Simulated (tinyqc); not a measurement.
Input admittance of a MOSFET at zero drain bias: distributed channel and distributed gate: two steps of the calculation.

Source and drain grounded, strong inversion, w = 2 pi f, Cox = eps0 eox/tox. The channel is an RC line of resistance 1/(mu Cox Vo) per square fed from both ends, so one finger has the intrinsic admittance y = i w Cox L tanh(g)/g per width, g = (1/2) sqrt(i w tau), tau = L^2/(mu Vo). The vertical resistance rv/L is in series with y, the overlaps 2 i w Cov in parallel: y_t = 1/(1/y + rv/L) + 2 i w Cov. The gate strip is a line of Rsh/L per length loaded by y_t, so a finger has Y = y_t Wf tanh(k)/k, k = (Wf/sd) sqrt(y_t Rsh/L); the device has Nf Y.

Parameters, values chosen for the exercise; values of the order met in silicon radio-frequency transistors:
```
symbol,value,unit,meaning
eox,3.9,,relative permittivity of the gate insulator (close to silicon dioxide)
tox,7,nm,insulator thickness
L,0.23,um,channel length
Wf,9,um,finger width
Nf,16,,number of fingers
mu,220,cm^2/(V s),channel mobility
Vo,0.29,V,gate overdrive
Rsh,18,ohm/square,sheet resistance of the gate
rv,6.7,ohm um^2,vertical resistivity of the gate stack
sd,1,,number of ends at which a finger is contacted
Cov,0.34,fF/um,overlap and fringe capacitance on each side
f,25,GHz,frequency
```

Constants: eps0 = 8.8541878128e-14 F/cm where lengths are in cm. Results are converted to the units shown.

Problem 1. Low-frequency resistances and capacitance. Low-frequency limits, with c = Cox L and ct = c + 2 Cov: R_strip = Rsh Wf/(3 sd^2 L Nf), R_ch = (c/ct)^2 L/(12 mu Cox Vo Wf Nf), R_vert = (c/ct)^2 rv/(L Wf Nf), C = ct Wf Nf.

Find: parts; sum; C; 1/(2 pi R C).

Solution 1.

parts (ohm): strip 14.67, channel 1.653, vertical 0.07909
sum = 16.41 ohm
C = 261.3 fF
1/(2 pi R C) = 37.12 GHz

The strip term is the largest, 89.4 % of the sum.

Problem 2. Admittance of the channel and stack per width. tau, g, c = Cox L, y and y_t as defined.

Give: tau; g; c; y; y_t.

Solution 2.

tau = 8.292 ps
g = 0.4035+0.4035i
c = 1.135 fF/um
y = 19.0+175.7i uS/um
y_t = 19.9+282.4i uS/um

w tau = 1.30, and Im y is 0.986 of w c.

Numbers from tinyqc (`OMP_NUM_THREADS=1 python tinyqc.py 2262008 2262009 out.jsonl`; about 0.01 s on one thread of a shared Intel Xeon 2.30GHz).
